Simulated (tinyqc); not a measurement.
Order of mass and momentum: stepped quantum well by finite differences.

Finite differences on points z_i at the centres of cells of width h: H_ii = (c/h^2)(1/m_(i-1/2) + 1/m_(i+1/2)) + V_i, H_(i,i+1) = -(c/h^2)/m_(i+1/2), where m_(i+1/2) is the mean of the masses at the two points (the end values are repeated outwards), psi = 0 on the points beyond both ends, c = hbar^2/2m0. The field adds e F (z - z0) with z0 the middle of the structure; 1 kV/cm = 1e-5 eV/angstrom.

Constants: hbar^2/2m0 = 3.80998211 eV angstrom^2.

Values chosen for the exercise (out of a larger set: near those of a GaAs well in AlGaAs; not measured data): layers = ((80, 0.332, 0.101), (40, 0, 0.067), (80, 0.103, 0.0775), (80, 0.332, 0.101)) (each layer: thickness in angstrom, band edge in eV, mass in m0); F = 0 kV/cm (field along z); hf = 1.25 angstrom (cell width of the fine grid).

Fine grid. Hermitian kinetic operators m^a p m^b p m^a with 2a + b = -1: H_ii = (c/h^2) m_i^(2a) (m_(i-1/2)^b + m_(i+1/2)^b) + V_i, H_(i,i+1) = -(c/h^2) m_i^a m_(i+1)^a m_(i+1/2)^b; BenDaniel-Duke is a = 0. The halved form has H_ii = 2c/(h^2 m_i) + V_i and H_(i,i+1) = -(c/2h^2)(1/m_i + 1/m_(i+1)). The shifts are measured against BenDaniel-Duke; the last column repeats E1 with cells of hf/4.

Levels (eV):

| operator | E1 | E2 | E1 - E1(BDD) (meV) | E1 at hf/4 |
|---|---|---|---|---|
| BenDaniel-Duke | 0.0774 | 0.1576 | 0.0 | 0.0774 |
| (1/m) p^2 + p^2 (1/m), halved | 0.0745 | 0.1562 | -2.9 | -0.0571 |
| m^(-1/2) p^2 m^(-1/2) | 0.0875 | 0.1654 | 10.1 | 0.0876 |
| m^(-1/4) p m^(-1/2) p m^(-1/4) | 0.0827 | 0.1614 | 5.2 | 0.0827 |
| one mass, the smallest | 0.0829 | 0.1675 | 5.5 | 0.0829 |

The three forms m^a p m^b p m^a span 10.1 meV in E1, 13 % of E2 - E1; they differ only at the mass steps (largest to smallest mass 1.51), where m^a psi is the continuous quantity. Dropping the mass step altogether moves E1 by +5.5 meV. Refining the grid moves the halved form by -131.5 meV, against at most 0.05 meV for the other three: at an abrupt step it has no limit as the grid is refined.

Program tinyqc; command `OMP_NUM_THREADS=1 python tinyqc.py 1281212 1281213 out.jsonl`; about 0.01 s on one thread of a shared Intel(R) Xeon(R) Processor @ 2.30GHz.
